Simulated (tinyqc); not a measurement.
Electroplating on a thin resistive seed layer: kinetics, Wagner number and the terminal effect across a wafer: one step, computed by the program tinyqc.

Current enters the seed at the rim. The bath is treated as a local resistance per area (no lateral flow in the liquid), two electrons per ion, molar volume 7.11 cm^3/mol, Faraday constant F = e N_A, kinematic viscosity 0.01 cm^2/s, omega = 2 pi x rpm/60; k_B T/e is in volts.

Question. Rate, limit and resistances. Growth rate = i V_m/(2 F). Levich limit i_L = 0.62 x 2 F D^(2/3) omega^(1/2) nu^(-1/6) c. Tafel overpotential eta = (k_B T/(alpha e)) ln(i/i_0); kinetic resistance k_B T/(alpha e i); bath resistance h/kappa + plate; R_s = resistivity/t; Wagner number = kinetic resistance x kappa/R.

Inputs (values chosen for the exercise, of the order of those for copper plating from an acid sulfate bath):
```
quantity                               value         unit
wafer radius R                            15           cm
seed thickness t                          29           nm
seed resistivity                          19  microohm cm
bath conductivity kappa                 0.18         S/cm
gap to the anode h                       5.2           cm
extra resistance of a porous plate       100     ohm cm^2
exchange current density i_0            0.19      mA/cm^2
cathodic transfer coefficient alpha     0.53            -
mean current density                     2.1      mA/cm^2
diffusivity of the metal ion         5.2e-06       cm^2/s
metal ion concentration                 0.58        mol/L
rotation rate                            100          rpm
temperature T                            298            K
```

Constants: e = 1.602176634e-19 C; N_A = 6.02214076e+23 1/mol; k_B = 8.617333262e-05 eV/K.

Give: growth rate; limiting current i_L; overpotential; kinetic resistance; bath resistance R_b; sheet resistance R_s; Wagner number.

Answer.

growth rate = 46.42 nm/min

limiting current i_L = 145.2 mA/cm^2

overpotential = 116.4 mV

kinetic resistance = 23.07 ohm cm^2

bath resistance R_b = 128.9 ohm cm^2

sheet resistance R_s = 6.552 ohm/square

Wagner number = 0.2769
